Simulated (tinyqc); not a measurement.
Mesh and choice of bands: charge neutrality level from zone-averaged pseudopotential bands.

Empirical pseudopotential on the fcc lattice, atoms at +/- tau, tau = a (1,1,1)/8, no spin-orbit coupling. H(G,G') = c (2 pi/a)^2 |k + G|^2 delta + VS(q) cos(q.tau) + i VA(q) sin(q.tau), q = G - G', c = hbar^2/2m0; k and G in units of 2 pi/a; VS at |q|^2 = 3, 8, 11 and VA at 3, 4, 11, in rydberg, zero elsewhere. At each k the basis holds all G with |k + G|^2 up to 16; energies are counted from the fourth level at Gamma.

Mesh: k = sum_i (n_i + 1/2)/N b_i, n_i = 0 ... N - 1, b = (-1,1,1), (1,-1,1), (1,1,-1); points with the same sorted |kx|, |ky|, |kz| after folding to the shortest k + G are joined, with their count as weight. Neutrality (branch-point) level: E_N = (1/2) mean over k of [E5 + (E3 + E4)/2], E_n the n-th level from below.

Constants: hbar^2/2m0 = 3.80998211 eV angstrom^2; Ry = 13.60569312 eV.

Values chosen for the exercise (out of a larger set: classic local form factors of the size used for GaAs, without spin-orbit coupling; not measured data):
```
symbol  value                 unit      meaning
a       5.655                 angstrom  lattice constant
VS      (-0.23, 0.011, 0.06)  Ry        symmetric form factors
VA      (0.07, 0.051, 0.01)   Ry        antisymmetric form factors
```

E_N with E5 alone, and with (E5 + E6)/2 in its place.

Results:
```
N  joined points  E_N (eV)  E_N, two conduction bands (eV)
1              1    0.3952                          1.2062
2              2    0.3591                          1.0544
3              6    0.5984                          0.9639
4             10    0.5696                          0.9781
5             19    0.5778                          0.9695
```

For scale, the lowest gap of this set is 1.47 eV. Against N = 5 the errors are -183, -219, +21 and -8 meV for N = 1 to 4 (N = 1 is the L point alone). Taking the second conduction band in moves E_N by +0.39 eV, more than the mesh error at N = 2: the definition, not the mesh, limits the estimate. Local form factors place the indirect gaps only to a few tenths of an eV, and E_N moves with them.

tinyqc: `OMP_NUM_THREADS=1 python tinyqc.py 1850469 1850470 out.jsonl`; about 0.1 s, one thread, shared Intel(R) Xeon(R) Processor @ 2.30GHz.
